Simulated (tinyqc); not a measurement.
G0W0 on RHF in the cc-pvdz basis, for He, spin multiplicity 1, step by step. Computed by tinyqc, a small Python program that keeps every step (integrals from PySCF). Settings: charge = 0, multiplicity = 1, basis = cc-pvdz, method = RHF, energy threshold = 1e-10, iteration cap = 51, orthogonalisation = symmetric, start = atomic densities, DIIS depth = 6. Command: `OMP_NUM_THREADS=1 python tinyqc.py 24426 24427 out.jsonl` (the two numbers bound the seeds that draw the settings). One thread of a shared host (Intel(R) Xeon(R) Processor @ 2.60GHz), about 0.05 s of CPU time with the checks. Later iterations appear only in the table of the cycle.

## One-electron integrals

Geometry (angstrom):
```
atom         x         y         z
He    0.000000  0.000000  0.000000
```

Basis cc-pvdz: exponents (1/bohr^2) and contraction coefficients of normalised primitives:
```
element  l (shell)   exponent  coefficient
He           s (1)  38.360000     0.040176
He           s (1)   5.770000     0.261368
He           s (1)   1.240000     0.793071
He           s (2)   0.297600     1.000000
He           p (3)   1.275000     1.000000
```

Overlap, kinetic and nuclear-attraction integrals over the contracted functions; the nuclear repulsion is the sum of Za Zb / Rab.

nuclear repulsion = 0 hartree

overlap S, lower triangle:
```
           1He 1s    1He 2s   1He 2px   1He 2py   1He 2pz
1He 1s   1.000000
1He 2s   0.634168  1.000000
1He 2px  0.000000  0.000000  1.000000
1He 2py  0.000000  0.000000  0.000000  1.000000
1He 2pz  0.000000  0.000000  0.000000  0.000000  1.000000
```

kinetic energy T (hartree), lower triangle:
```
           1He 1s    1He 2s   1He 2px   1He 2py   1He 2pz
1He 1s   2.922435
1He 2s   0.466660  0.446400
1He 2px  0.000000  0.000000  3.187500
1He 2py  0.000000  0.000000  0.000000  3.187500
1He 2pz  0.000000  0.000000  0.000000  0.000000  3.187500
```

nuclear attraction V (hartree), lower triangle:
```
            1He 1s     1He 2s    1He 2px    1He 2py    1He 2pz
1He 1s   -4.802688
1He 2s   -2.012449  -1.741071
1He 2px   0.000000   0.000000  -2.402503
1He 2py   0.000000   0.000000   0.000000  -2.402503
1He 2pz   0.000000   0.000000   0.000000   0.000000  -2.402503
```

core Hamiltonian H = T + V (hartree), lower triangle:
```
            1He 1s     1He 2s   1He 2px   1He 2py   1He 2pz
1He 1s   -1.880253
1He 2s   -1.545789  -1.294671
1He 2px   0.000000   0.000000  0.784997
1He 2py   0.000000   0.000000  0.000000  0.784997
1He 2pz   0.000000   0.000000  0.000000  0.000000  0.784997
```

## Two-electron integrals

Functions are numbered as in S; the eight-fold symmetry (ij|kl) = (ji|kl) = (kl|ij) leaves the list below.

Two-electron integrals (ij|kl) in chemists' order, unique and non-zero (hartree):
```
(11|11) 1.543036   (21|11) 0.784979   (21|21) 0.426774   (22|11) 0.803460
(22|21) 0.475908   (22|22) 0.615562   (31|31) 0.177307   (32|31) 0.142524
(32|32) 0.130008   (33|11) 1.099799   (33|21) 0.627782   (33|22) 0.734404
(33|33) 1.040531   (41|41) 0.177307   (42|41) 0.142524   (42|42) 0.130008
(43|43) 0.063706   (44|11) 1.099799   (44|21) 0.627782   (44|22) 0.734404
(44|33) 0.913119   (44|44) 1.040531   (51|51) 0.177307   (52|51) 0.142524
(52|52) 0.130008   (53|53) 0.063706   (54|54) 0.063706   (55|11) 1.099799
(55|21) 0.627782   (55|22) 0.734404   (55|33) 0.913119   (55|44) 0.913119
(55|55) 1.040531
```

## Orthogonalisation

S = U s U^T; symmetric (Loewdin) form X = U s^(-1/2) U^T, so that X^T S X = 1.

eigenvalues of S: 0.365832  1.000000  1.000000  1.000000  1.634168

X, lower triangle:
```
            1He 1s    1He 2s   1He 2px   1He 2py   1He 2pz
1He 1s    1.217794
1He 2s   -0.435533  1.217794
1He 2px   0.000000  0.000000  1.000000
1He 2py   0.000000  0.000000  0.000000  1.000000
1He 2pz   0.000000  0.000000  0.000000  0.000000  1.000000
```

## Starting guess

The start is atomic minimal-basis densities projected into this basis (PySCF's MINAO start) and scaled to the electron count of each spin; this density is not idempotent, so its energy is not variational and may lie below the converged one.

D at the start, lower triangle:
```
           1He 1s    1He 2s   1He 2px   1He 2py   1He 2pz
1He 1s   0.696210
1He 2s   0.608556  0.531937
1He 2px  0.000000  0.000000  0.000000
1He 2py  0.000000  0.000000  0.000000  0.000000
1He 2pz  0.000000  0.000000  0.000000  0.000000  0.000000
```

## Iteration 1: building the Fock matrix

J_ij = sum D_kl (ij|kl), K_ij = sum D_kl (ik|jl); F = H + J - 0.5 K; E = tr D H + tr D J / 2 - 0.25 tr D K + E_nn.

Coulomb J (hartree), lower triangle:
```
           1He 1s    1He 2s   1He 2px   1He 2py   1He 2pz
1He 1s   2.457075
1He 2s   1.319096  1.466050
1He 2px  0.000000  0.000000  1.920428
1He 2py  0.000000  0.000000  0.000000  1.920428
1He 2pz  0.000000  0.000000  0.000000  0.000000  1.920428
```

exchange K (hartree), lower triangle:
```
           1He 1s    1He 2s   1He 2px   1He 2py   1He 2pz
1He 1s   2.256701
1He 2s   1.548330  1.203798
1He 2px  0.000000  0.000000  0.366066
1He 2py  0.000000  0.000000  0.000000  0.366066
1He 2pz  0.000000  0.000000  0.000000  0.000000  0.366066
```

Fock matrix F (hartree), lower triangle:
```
            1He 1s     1He 2s   1He 2px   1He 2py   1He 2pz
1He 1s   -0.551529
1He 2s   -1.000858  -0.430520
1He 2px   0.000000   0.000000  2.522393
1He 2py   0.000000   0.000000  0.000000  2.522393
1He 2pz   0.000000   0.000000  0.000000  0.000000  2.522393
```

total energy of this density = -2.85513844 hartree

This density is the starting one; it is not idempotent, so its energy is not variational and may lie below the converged one.

## Iteration 1: diagonalisation and new density

Diagonalise F' = X^T F X, C = X C', fill 1 alpha and 1 beta electrons from the bottom; D = 2 C_occ C_occ^T. Each column has its largest component positive (the first on a tie).

F' = X^T F X (hartree), lower triangle:
```
           1         2         3         4         5
1   0.162096
2  -1.153279  0.318601
3   0.000000  0.000000  2.522393
4   0.000000  0.000000  0.000000  2.522393
5   0.000000  0.000000  0.000000  0.000000  2.522393
```

orbital energies (hartree): MO1 -0.915583, MO2 1.396279, MO3 2.522393, MO4 2.522393, MO5 2.522393

coefficients C:
```
              MO1        MO2       MO3       MO4       MO5
1He 1s   0.592419  -1.149675  0.000000  0.000000  0.000000
1He 2s   0.513231   1.187142  0.000000  0.000000  0.000000
1He 2px  0.000000   0.000000  1.000000  0.000000  0.000000
1He 2py  0.000000   0.000000  0.000000  1.000000  0.000000
1He 2pz  0.000000   0.000000  0.000000  0.000000  1.000000
```

D after iteration 1, lower triangle:
```
           1He 1s    1He 2s   1He 2px   1He 2py   1He 2pz
1He 1s   0.701920
1He 2s   0.608095  0.526812
1He 2px  0.000000  0.000000  0.000000
1He 2py  0.000000  0.000000  0.000000  0.000000
1He 2pz  0.000000  0.000000  0.000000  0.000000  0.000000
```

Within a degenerate level the vectors are fixed only up to a rotation; this is one choice.

## Iteration 4 (converged): orbitals

converged F (hartree), lower triangle:
```
            1He 1s     1He 2s   1He 2px   1He 2py   1He 2pz
1He 1s   -0.550426
1He 2s   -0.999872  -0.428819
1He 2px   0.000000   0.000000  2.524372
1He 2py   0.000000   0.000000  0.000000  2.524372
1He 2pz   0.000000   0.000000  0.000000  0.000000  2.524372
```

As before.

F' = X^T F X (hartree), lower triangle:
```
           1         2         3         4         5
1   0.163007
2  -1.153116  0.320286
3   0.000000  0.000000  2.524372
4   0.000000  0.000000  0.000000  2.524372
5   0.000000  0.000000  0.000000  0.000000  2.524372
```

orbital energies (hartree): MO1 -0.914148, MO2 1.397442, MO3 2.524372, MO4 2.524372, MO5 2.524372

coefficients C:
```
              MO1        MO2       MO3       MO4       MO5
1He 1s   0.592616  -1.149573  0.000000  0.000000  0.000000
1He 2s   0.513027   1.187231  0.000000  0.000000  0.000000
1He 2px  0.000000   0.000000  1.000000  0.000000  0.000000
1He 2py  0.000000   0.000000  0.000000  1.000000  0.000000
1He 2pz  0.000000   0.000000  0.000000  0.000000  1.000000
```

D after iteration 4, lower triangle:
```
           1He 1s    1He 2s   1He 2px   1He 2py   1He 2pz
1He 1s   0.702388
1He 2s   0.608056  0.526393
1He 2px  0.000000  0.000000  0.000000
1He 2py  0.000000  0.000000  0.000000  0.000000
1He 2pz  0.000000  0.000000  0.000000  0.000000  0.000000
```

Within a degenerate level the vectors are fixed only up to a rotation; this is one choice.

## Convergence

Stop when the energy changes by less than 1e-10 hartree and every element of the error matrix X^T (F D S - S D F) X is below 3e-06.

Course of the cycle:
```
iteration  E (hartree)     change  largest element of the error matrix
1          -2.85513844          -                             9.71e-03
2          -2.85516035  -2.19e-05                             7.34e-04
3          -2.85516048  -1.26e-07                             5.49e-08
4          -2.85516048  -1.78e-15                             2.52e-08
```

PySCF RHF in the same basis = -2.85516048 hartree

Converged in 4 iterations.

## Populations

Mulliken: Z minus the diagonal of D S on the atom; Loewdin: the same with S^(1/2) D S^(1/2).

Charges (e):
```
atom  Mulliken  Loewdin
1He          0        0
```

## Integrals over molecular orbitals

(pq|rs) = sum C_ip C_jq C_kr C_ls (ij|kl), one index at a time.

one-electron integrals over orbitals h = C^T H C (hartree), lower triangle:
```
           1          2         3         4         5
1  -1.941013
2   0.316447  -0.090238
3   0.000000   0.000000  0.784997
4   0.000000   0.000000  0.000000  0.784997
5   0.000000   0.000000  0.000000  0.000000  0.784997
```

Two-electron integrals over orbitals (pq|rs), unique and non-zero (hartree):
```
(11|11) 1.026865    (21|11) -0.316447   (21|21) 0.227505    (22|11) 0.857592
(22|21) -0.255195   (22|22) 0.765495    (31|31) 0.183149    (32|31) -0.025386
(32|32) 0.028529    (33|11) 0.961262    (33|21) -0.230485   (33|22) 0.774953
(33|33) 1.040531    (41|41) 0.183149    (42|41) -0.025386   (42|42) 0.028529
(43|43) 0.063706    (44|11) 0.961262    (44|21) -0.230485   (44|22) 0.774953
(44|33) 0.913119    (44|44) 1.040531    (51|51) 0.183149    (52|51) -0.025386
(52|52) 0.028529    (53|53) 0.063706    (54|54) 0.063706    (55|11) 0.961262
(55|21) -0.230485   (55|22) 0.774953    (55|33) 0.913119    (55|44) 0.913119
(55|55) 1.040531
```

## Screening: direct RPA

With D = e_a - e_i and K = (ia|jb): diagonalise D^(1/2) (D + 4K) D^(1/2) = Z w^2 Z^T; X + Y = D^(1/2) Z w^(-1/2), each column of Z with its largest component positive (the first on a tie); E_c = (sum w - tr (D + 2K)) / 2.

D^(1/2) (D + 4K) D^(1/2) (hartree^2), lower triangle:
```
          1>2        1>3        1>4        1>5
1>2  7.447041
1>3  0.000000  14.342469
1>4  0.000000   0.000000  14.342469
1>5  0.000000   0.000000   0.000000  14.342469
```

excitation energies w (hartree): 2.728927  3.787145  3.787145  3.787145

X + Y:
```
            1         2         3         4
1>2  0.920364  0.000000  0.000000  0.000000
1>3  0.000000  0.952862  0.000000  0.000000
1>4  0.000000  0.000000  0.952862  0.000000
1>5  0.000000  0.000000  0.000000  0.952862
```

RPA correlation energy = -0.04534648 hartree

Within a degenerate level the vectors are fixed only up to a rotation; this is one choice.

## G0W0 on Hartree-Fock: HOMO

W(p,q,m) = sqrt2 sum_ia (pq|ia) (X+Y)_ia,m; Sigma_c(x) = sum_(i,m) W^2/(x - e_i + w_m) + sum_(a,m) W^2/(x - e_a - w_m); solve x = e_p + Sigma_c(x) by Newton steps; Z = 1/(1 - dSigma/dx); 1 hartree = 27.211386 eV.

The 12 largest terms at x = e_p (hartree; W for the signs of X + Y given):
```
q  m          W       term
1  1  -0.411884   0.062167
2  1   0.296119  -0.017396
3  2   0.246803  -0.008430
4  3   0.246803  -0.008430
5  4   0.246803  -0.008430
```

Newton steps (hartree):
```
step          x  Sigma_c(x)         Z
0     -0.914148    0.019481  0.971127
1     -0.895230    0.018921  0.971379
2     -0.895227    0.018921  0.971380
```

quasiparticle energy of the HOMO = -24.360370 eV

Hartree-Fock value = -24.875232 eV

## G0W0 on Hartree-Fock: LUMO

As before.

The 12 largest terms at x = e_p (hartree; W for the signs of X + Y given):
```
q  m          W       term
2  1  -0.332160  -0.040430
1  1   0.296119   0.017396
3  2  -0.034209  -0.000238
4  3  -0.034209  -0.000238
5  4  -0.034209  -0.000238
```

Newton steps (hartree):
```
step         x  Sigma_c(x)         Z
0     1.397442   -0.023748  0.981921
1     1.374123   -0.023321  0.982132
2     1.374121   -0.023321  0.982132
```

quasiparticle energy of the LUMO = 37.391724 eV

Hartree-Fock value = 38.026326 eV
